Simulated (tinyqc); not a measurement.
## Gate voltage for a given inversion charge

Question. p-type body, charge-sheet picture, depletion and inversion only, full ionisation (an idealisation for deep acceptors), Boltzmann statistics (rough once Na exp(x - xn) passes about Nc/7). In units of Vt: xg = (Vg - Vfb)/Vt, x = psi/Vt, G = gamma/sqrt(Vt), xn = (2 phiF + Vc)/Vt. The implicit equation is (xg - x)^2 = G^2 [x - 1 + exp(x - xn)] for x above about 3. Cox = eps0 eox/tox. ni = sqrt(Nc Nv) exp(-Eg/(2 Vt)), Eg in volts; phiF = Vt ln(Na/ni); gamma = sqrt(2 q eps0 eps_r Na)/Cox. N_inv = (Cox Vt G/q) [sqrt(x - 1 + exp(x - xn)) - sqrt(x - 1)]. Find x - xn, psi and Vg.

Inputs (values chosen for the exercise); band and dielectric values close to those of silicon:
- T = 400 K (temperature)
- Eg = 1.12 eV (band gap)
- eps_r = 11.6 (relative permittivity)
- Nc = 4.33e19 cm^-3 (conduction-band density of states at T)
- Nv = 4.1e19 cm^-3 (valence-band density of states at T)
- eox = 3.9 (relative permittivity of the gate insulator (close to silicon dioxide))
- tox = 4.6 nm (insulator thickness)
- Na = 7.8e16 cm^-3 (acceptor density)
- Vfb = -0.56 V (flat-band voltage)
- Vc = 0 V (channel-body voltage)

Constants: q = 1.602176634e-19 C, kB = 1.380649e-23 J/K, Vt = kB T/q, eps0 = 8.8541878128e-14 F/cm where lengths are in cm. Results are converted to the units shown.

N_inv = 1.7e10 cm^-2

Solution. N_inv rises steadily with x, so it fixes x; the implicit equation then gives xg directly.

x - xn = -0.223
psi = 0.679 V
Vg = 0.293 V

Program tinyqc, `OMP_NUM_THREADS=1 python tinyqc.py 2122014 2122015 out.jsonl`; Intel Xeon 2.30GHz, shared host, one thread, about 0.01 s.
